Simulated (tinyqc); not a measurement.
Three structures under pressure: Born-Mayer model of an ionic crystal AB. Computed by tinyqc, a small Python program. Command: `OMP_NUM_THREADS=1 python tinyqc.py 3029247 3029248 out.jsonl bornmayer walk`. One thread of a shared host (Intel(R) Xeon(R) Processor @ 2.30GHz), about 0.01 s of CPU time with the checks.

Energies are per ion pair and r is the nearest distance of unlike ions.

Inputs (values chosen for the exercise, for a model salt): ionic charge z = 1; unlike repulsion lambda = 372 eV; range rho = 0.35 angstrom.

Structure: caesium chloride. Short range: nearest neighbours only.

Constants: e^2/(4 pi eps_0) = 14.39964548 eV angstrom; 1 eV/angstrom^3 = 160.2176634 GPa.

Method:
- Madelung constant M, unlike neighbours z1, like neighbours z2 at f r, volume per pair: rock salt 1.747565, 6, 12, sqrt2, 2 r^3; caesium chloride 1.762675, 8, 6, 2/sqrt3, 8 r^3/(3 sqrt3); zinc blende 1.638055, 4, 12, sqrt(8/3), 16 r^3/(3 sqrt3).
- U(r) = -M z^2 e^2/(4 pi eps_0 r) + z1 lambda exp(-r/rho).
- With the volume written as c r^3, under pressure take the root at the minimum of the enthalpy and solve U'(r) + 3 c r^2 P = 0; H = U + P V; B = (U'' - 2 U'/r)/(9 c r).

Enthalpy (eV per pair):

| P (GPa) | rock salt | caesium chloride | zinc blende |
|---|---|---|---|
| 0 | -8.3530 | -8.0784 | -8.2708 |
| 2 | -7.9249 | -7.6946 | -7.7355 |
| 5 | -7.3271 | -7.1543 | -7.0034 |
| 10 | -6.4126 | -6.3211 | -5.9050 |
| 20 | -4.7799 | -4.8199 | -3.9842 |
| 40 | -1.9684 | -2.2078 | -0.7491 |
| 70 | 1.6214 | 1.1617 | 3.2975 |
| 100 | 4.7661 | 4.1369 | 6.7882 |

volumes at zero pressure (angstrom^3): rock salt 35.493, caesium chloride 31.695, zinc blende 44.916

At zero pressure the order is rock salt < zinc blende < caesium chloride. Between 10 and 20 GPa the lowest enthalpy passes from rock salt to caesium chloride. Pressure favours the denser structure, through P V. The Madelung constants, the number of repulsive contacts and the volumes (35.5, 31.7, 44.9 angstrom^3 at P = 0) all matter. Caution: rigid ions with fixed charges leave out polarisation and covalency, so such models often misplace transition pressures.

Extremes, crossings and ranges named in words are read from the listed rows.
